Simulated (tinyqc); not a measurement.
What moves the results: donor near an oxide interface in a gate field (two-state model). A value that a table varies takes the place of the one given here.

Interface at z = 0 (hard wall), donor at z = d, field F pulling electrons to the interface: potential e F z; 1 kV/cm = 1e-5 eV/angstrom, c = hbar^2/2m0, q = e^2/(4 pi eps0), Q = (eps - eo)/(eps + eo). Donor state: E_D = e F d - ED - q Q/(4 eps d), the last term joining the images of ion and electron. Interface state: z exp(-b z/2) exp(-rho^2/(2 L^2)) with E_z = c b^2/(4 mz) + 3 e F/b + q Q b/(8 eps), minimised over b; in the plane at z = 3/b the ion (distance D = d - 3/b) and its image (D' = d + 3/b) give E_rho = c/(mt L^2) - (q/eps)(sqrt(pi)/L)[erfcx(D/L) + Q erfcx(D'/L)], erfcx(x) = exp(x^2) erfc(x), minimised over L. E_I = E_z + E_rho.

The two states couple by t = t0 exp(-D/aD) with t0 = q/(eps aD) (2 aD/L) sqrt(aD b/2) v, v a valley factor; this form is an estimate. With detuning u = E_D - E_I the splitting is sqrt(u^2 + 4 t^2) and the lower state has weight (1 - u/sqrt(u^2 + 4 t^2))/2 on the donor.

Constants: hbar^2/2m0 = 3.80998211 eV angstrom^2; e^2/(4 pi eps0) = 14.39964547 eV angstrom.

Values chosen for the exercise (near those of a donor in Si below SiO2, static dielectric constants; shifted at random, so the results belong to these values and not to a real crystal): d = 80 angstrom (depth of the donor); ED = 53.9 meV (bulk binding energy); mz = 0.916 m0 (mass across the interface); mt = 0.185 m0 (mass in the plane); eps = 11.4 (dielectric constant of the semiconductor); eo = 3.9 (dielectric constant of the oxide); aD = 15.7 angstrom (donor radius); v = 0.46 (valley factor); Fl = (96.094, 106.969, 111.318, 113.493, 115.668, 120.018, 130.893) kV/cm (fields); dl = (60, 80, 105, 135, 170, 215, 270) angstrom (depths).

## Sweeping the field

Both levels, the splitting, the donor weight and the mean depth w d + (1 - w) 3/b.

Results:
```
F (kV/cm)  E_D (meV)  E_I (meV)  splitting (meV)  donor weight  mean depth (angstrom)
96.094        21.040     29.670             8.72         0.995                   79.7
106.969       29.740     33.020             3.48         0.971                   78.5
111.318       33.219     34.318             1.58         0.847                   72.1
113.493       34.959     34.960             1.13         0.500                   54.1
115.668       36.699     35.596             1.57         0.148                   35.7
120.018       40.179     36.853             3.50         0.025                   28.9
130.893       48.879     39.915             9.03         0.003                   26.9
```

What can be read from the table?

E_D rises by 0.80 and E_I by 0.29 meV per kV/cm, so they cross once, near 113.5 kV/cm, where the splitting is 2t = 1.13 meV. The donor weight passes from 0.85 to 0.15 while the detuning goes from -2t to 2t, a window of 4.5 kV/cm or 3.9 % of the field; across the table the charge moves by 53 angstrom.

## Depth of the donor

Critical field, and the coupling, E_rho and L at that field.

Results:
```
d (angstrom)  critical field (kV/cm)  e F d/ED  t (meV)  E_rho (meV)  L (angstrom)
60                             168.3     1.874      2.1       -21.79            57
80                             113.5     1.685     0.56       -17.05            69
105                             79.9     1.556     0.11       -13.44            84
135                             58.5     1.466    0.017       -10.76           100
170                             44.4     1.400   0.0019        -8.74           117
215                             33.7     1.345  0.00012        -7.07           138
270                             26.0     1.300  3.8e-06        -5.74           163
```

What can be read from the table?

The critical field falls from 168 to 26 kV/cm, with exponent -1.24 in d, while t drops by a factor 5.5e+05, about e for each 16 angstrom at the end (aD = 15.7). One lattice plane (1.36 angstrom) of misplacement changes t by 8 % and the critical field by about 1.6 % at 105 angstrom.

## What each parameter does

Critical field (E_D = E_I), and t and L there. Each row changes one parameter from the base and keeps the others.

Results:
```
case                critical field (kV/cm)  t (meV)  L (angstrom)
base                                 113.5    0.564          69.2
d = 95 angstrom                       90.7    0.215          78.0
ED = 59.9 meV                        125.2    0.535          69.8
aD = 17.3 angstrom                   113.5    0.804          69.2
mz = 0.779 m0                        117.2    0.594          68.7
mt = 0.213 m0                        112.3    0.602          65.2
eo = 5.8                             110.2    0.535          71.0
eps = 12.1                           115.2    0.514          70.9
```

What can be read from the table?

The largest shifts from the base row, up to three for each result and ties (the steps differ in size, so this ranks the rows, not the parameters). critical field (kV/cm): d -22.8, ED +11.7, mz +3.7; unchanged at the printed digits by aD. t (meV): d -0.349, aD +0.240, eps -0.0500. L (angstrom): d +8.8, mt -4.0, eo +1.7, eps +1.7; unchanged at the printed digits by aD.

Program tinyqc; command `OMP_NUM_THREADS=1 python tinyqc.py 1282539 1282540 out.jsonl`; about 0.06 s on one thread of a shared Intel(R) Xeon(R) Processor @ 2.30GHz.
